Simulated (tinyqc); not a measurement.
Valley splitting in a one-orbital chain of atomic planes (second-neighbour model): sweeps and comparisons. A value that a table varies takes the place of the one given here.

Each (001) plane carries one orbital with energy e0, hopping v to the next plane and u to the second: E(phi) = e0 + 2 v cos(phi) + 2 u cos(2 phi), where phi = pi - k a/4 (the sign of every second orbital is chosen so that v > 0, which shifts the phase by pi). The minimum lies at cos(phi0) = -v/(4u), phi0 = pi - (pi/2) k0 for a valley at k0 (2 pi/a), and e0 puts it at zero. A slab of N planes has hard walls: the matrix simply ends.

A well of Nw planes between barriers of 40 planes each (as of a SiGe alloy, taken as an offset alone). With x = j - 39.5 for plane j = 0, 1, ..., the potential is V0 (f(x) + f(Nw - x)) + F (j - 40) a/4, f(y) = 1/(1 + exp(y/L)), a step for L = 0; L is in planes, 4 L is about the distance over which f goes from 0.88 to 0.12, and 1 MV/m = 1e-4 V/angstrom.

Constants: hbar^2/2m0 = 3.80998211 eV angstrom^2.

Inputs chosen for the exercise (near those of the Delta valleys of silicon; abrupt walls in this chain split the valleys several times more than measured wells; not measured data): a = 5.441 angstrom (lattice constant; planes lie a/4 apart); ml = 0.897 m0 (longitudinal mass); N0 = 39 (first number of planes); Nf = 100 (planes in the thick slab); V0 = 0.18 eV (barrier height); F = 15 MV/m (field); Nw = 67 (planes in the well); k0 = 0.806 2 pi/a (position of the valley).

## Splitting against the number of planes

u = 0.630671 eV
v = 0.756906 eV
e0 = 1.488445 eV
phi0 = 1.875531 rad

Ten slabs from N0 on, of thickness (N - 1) a/4 between the outer planes. Effective mass: E1 = (c/ml)(pi/W)^2 with W = (N + 2) a/4: the amplitude vanishes on two missing planes at each end, and the envelope has its nodes N + 2 spacings apart. Large-N estimate of the splitting: 16 pi^2 u |sin(phi0) sin((N + 2) phi0)|/(N + 2)^3.

Doublet (meV):

| N | thickness (angstrom) | mean level | effective mass | splitting | estimate |
|---|---|---|---|---|---|
| 39 | 51.69 | 13.47 | 13.48 | 1.373 | 1.375 |
| 40 | 53.05 | 12.81 | 12.84 | 0.340 | 0.295 |
| 41 | 54.41 | 12.24 | 12.25 | 1.000 | 1.027 |
| 42 | 55.77 | 11.69 | 11.70 | 0.854 | 0.832 |
| 43 | 57.13 | 11.17 | 11.19 | 0.394 | 0.429 |
| 44 | 58.49 | 10.70 | 10.71 | 0.970 | 0.969 |
| 45 | 59.85 | 10.24 | 10.26 | 0.197 | 0.169 |
| 46 | 61.21 | 9.83 | 9.83 | 0.742 | 0.758 |
| 47 | 62.57 | 9.43 | 9.44 | 0.592 | 0.576 |
| 48 | 63.93 | 9.05 | 9.06 | 0.323 | 0.345 |

The mean level falls smoothly, from 13.5 to 9.0 meV, within 0.3 % of the effective-mass value. The splitting swings between 0.197 (N = 45) and 1.373 meV (N = 39): one plane more or less changes the phase between the two walls by phi0 = 1.876 rad. The estimate misses the computed values by at most 0.044 meV.

## Splitting against the electric field

A thick slab in a field F: plane j = 0, 1, ... gains the energy F j a/4 (1 MV/m = 1e-4 V/angstrom), which presses the electron against the first wall. The exponent is the slope of ln(splitting) against ln F between 20 and 50 MV/m.

Doublet:

| F (MV/m) | mean level (meV) | splitting (meV) | splitting/F (meV per MV/m) |
|---|---|---|---|
| 1 | 8.02 | 0.1441 | 0.1441 |
| 2 | 12.54 | 0.2855 | 0.1427 |
| 5 | 22.81 | 0.7135 | 0.1427 |
| 10 | 35.77 | 1.4275 | 0.1428 |
| 20 | 55.89 | 2.8570 | 0.1428 |
| 30 | 72.41 | 4.2880 | 0.1429 |
| 50 | 100.05 | 7.1539 | 0.1431 |

exponent = 1.00

The splitting goes from 0.1441 to 7.1539 meV. At high field it grows as F^1.00: at a single hard wall it follows the squared slope of the envelope, which is proportional to F, while the level itself grows about as F^(2/3) (here F^0.64). A hard wall is the sharpest interface possible; real Si interfaces split several times less.

## Sharp and graded interfaces

The lowest doublet for several interface widths L.

Doublet:

| L (planes) | 4 L (angstrom) | mean level (meV) | splitting (micro-eV) |
|---|---|---|---|
| 0.00 | 0.00 | 40.60 | 2141.34 |
| 0.25 | 1.36 | 40.81 | 1170.83 |
| 0.50 | 2.72 | 41.15 | 254.33 |
| 0.75 | 4.08 | 41.57 | 51.33 |
| 1.00 | 5.44 | 42.10 | 9.99 |
| 1.50 | 8.16 | 43.42 | 0.33 |
| 2.00 | 10.88 | 44.99 | 0.01 |

The mean level moves by +4.4 meV over the table, while the splitting falls from 2141.3 micro-eV at a step to 9.99 at L = 1 plane, a factor 214. Coupling the valleys needs the Fourier component of the potential at twice the valley wave vector, a period of a few planes, and grading removes it. Random alloy disorder, left out here, sets the splitting once this part is gone.

## What each parameter does

Step interfaces (L = 0). u, v, e0 follow from 8 u sin^2(phi0) = (2c/ml)/(a/4)^2, v = -4u cos(phi0), e0 = 2u + v^2/(4u), c = hbar^2/2m0. Each row changes one parameter from the base and keeps the others.

Results:

| case | mean level (meV) | splitting (micro-eV) |
|---|---|---|
| base | 40.60 | 2141.3 |
| k0 = 0.816 2 pi/a | 40.60 | 2130.8 |
| ml = 0.987 m0 | 39.39 | 2141.5 |
| V0 = 0.27 eV | 42.04 | 2141.5 |
| F = 30 MV/m | 60.13 | 4284.7 |
| Nw = 68 | 40.60 | 2141.3 |

The largest shifts from the base row, up to three for each result and ties (the steps differ in size, so this ranks the rows, not the parameters). mean level (meV): F +19.54, V0 +1.45, ml -1.20; unchanged at the printed digits by k0 and Nw. splitting (micro-eV): F +2143.4, k0 -10.5, ml +0.2, V0 +0.2; unchanged at the printed digits by Nw.

Run: tinyqc, `OMP_NUM_THREADS=1 python tinyqc.py 1481211 1481212 out.jsonl`; Intel(R) Xeon(R) Processor @ 2.30GHz, one thread, shared host; about 0.02 s of CPU time with all checks.
